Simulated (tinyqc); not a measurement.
One-sided p+-n junction, ionisation integral and breakdown: effect of the drift doping.

A p+ layer at x < 0 and an n drift layer from x = 0. Depletion approximation, built-in voltage neglected. Local ionisation coefficients alpha_n = an exp(-(bn/E)^mx), alpha_p = ap exp(-(bp/E)^mx). Electrons move towards +x, holes towards x = 0.

W = sqrt(2 eps0 eps_r V/(q N)), peak field E0 = q N W/(eps0 eps_r), falling linearly to 0 at W. G(x) = integral from 0 to x of (alpha_n - alpha_p); I_n = integral of alpha_n exp(-G) (electrons injected at x = 0), I_p = integral of alpha_p exp(G(end) - G) (holes injected at the far edge); M = 1/(1 - I). Integrals on a fine grid; BV is where I_n = 1. Specific on-resistance Ron = W/(q mu N) with constant mobility and full ionisation.

Values chosen for this exercise; material values close to those of gallium arsenide: relative permittivity eps_r = 12.9; prefactor of the electron ionisation coefficient an = 3.19e5 1/cm; field constant for electrons bn = 6.96e5 V/cm; prefactor of the hole ionisation coefficient ap = 2.33e5 1/cm; field constant for holes bp = 6.77e5 V/cm; exponent mx = 1.6; electron mobility of the drift layer mu = 8370 cm^2/(V s).

Constants: q = 1.602176634e-19 C, eps0 = 8.8541878128e-14 F/cm where lengths are in cm. Results are converted to the units shown.

Effect of the drift doping:
```
N (cm^-3)  BV (V)  E0 at BV (kV/cm)  W at BV (um)  Ron (mohm cm^2)  BV^2/Ron (MW/cm^2)  eps0 eps_r mu E0^3/4 (MW/cm^2)
1.2e15        248               289          17.2             1.07                57.8                            57.8
2.4e15        147               315          9.35            0.290                74.5                            74.5
4.6e15       91.6               344          5.33           0.0864                97.1                            97.1
8.8e15       58.2               379          3.07           0.0260                 130                             130
1.7e16       37.7               424          1.78          0.00780                 182                             182
3.3e16       25.1               482          1.04          0.00235                 267                             267
6.3e16       17.5               556         0.629          7.45e-4                 411                             411
1.2e17       12.8               656         0.390          2.42e-4                 674                             674
```

BV falls from 248 to 12.8 V while the critical field rises from 289 to 656 kV/cm. BV goes as N^(-0.76) between the first two rows and N^(-0.49) between the last two (a coefficient proportional to E^7 gives -0.75 without punch-through). Ron goes as BV^(2.83) over the table; the last two columns agree since BV = E0 W/2 and N = eps0 eps_r E0/(q W). For N = 3.3e16, 6.3e16, 1.2e17 the layer is under 0.5 um wide or BV under 36 V, so dead space, tunnelling and the built-in voltage, all left out, matter.

tinyqc, about 0.04 s, one thread, Intel Xeon 2.30GHz (shared host): `OMP_NUM_THREADS=1 python tinyqc.py 2120004 2120005 out.jsonl`
